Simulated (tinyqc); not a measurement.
Bandgap voltage reference from two bipolar transistors: two steps of the calculation.

Two transistors of area 1 and N carry the same current I. Is(T) = Is (T/T0)^eta exp[(Vg0 q/kB)(1/T0 - 1/T)], VBE1 = Vt ln(I/Is(T)) + I rb, VBE2 = Vt ln(I/(N Is(T))) + I rb/N. The amplifier forces I R1(T) = VBE1 - VBE2 + Vos, with R(T) = R (1 + tc (T - T0)) for both resistors, and the output is Vref = VBE1 + I R2(T). Base currents and the Early effect are neglected.

Parameters, values chosen for the exercise; values of the order met in silicon bipolar transistors: reference temperature T0 = 298 K; band-gap voltage extrapolated to 0 K Vg0 = 1.183 V; temperature exponent of the saturation current eta = 4; saturation current of the unit transistor at T0 Is = 3.7e-18 A; area ratio of the second transistor N = 8; resistor across which the difference of VBE falls, at T0 R1 = 29 kohm; temperature coefficient of both resistors tc = 0 ppm/K; offset of the amplifier Vos = 0.3 mV; series resistance of the unit transistor rb = 13 ohm; output resistor at T0 R2 = 303.9 kohm.

Constants: q = 1.602176634e-19 C, kB = 1.380649e-23 J/K. Results are converted to the units shown.

Task 1. Operating point at the reference temperature. Vt = kB T/q; I = (Vt ln N + Vos)/(R1(T) - rb (1 - 1/N)). Evaluate at T = T0.

Find: Vt; I; Is(T); VBE1; I R2; Vref.

Result 1.

Vt = 0.025680 V
I = 1.8524 uA
Is(T) = 3.7000e-18 A
VBE1 = 0.69181 V
I R2 = 0.56295 V
Vref = 1.2548 V

Task 2. Resistor for zero slope at T0, ideal case. With tc = 0, Vos = 0 and rb = 0 the current is proportional to T, dVBE/dT = (VBE - Vg0 - (eta - 1) Vt)/T, and Vref has zero slope at T0 when Vref = Vg0 + (eta - 1) Vt0. Find VBE1, its slope, that Vref, R2/R1 and the curvature d2Vref/dT2 = -(eta - 1) kB/(q T0).

Wanted: VBE1; dVBE/dT; Vref; R2/R1; curvature.

Result 2.

VBE1 = 0.6916 V
dVBE/dT = -1.907 mV/K
Vref = 1.260 V
R2/R1 = 10.64
curvature = -0.8675 uV/K^2

Numbers from tinyqc (`OMP_NUM_THREADS=1 python tinyqc.py 2062124 2062125 out.jsonl`; about 0.03 s on one thread of a shared Intel Xeon 2.30GHz).
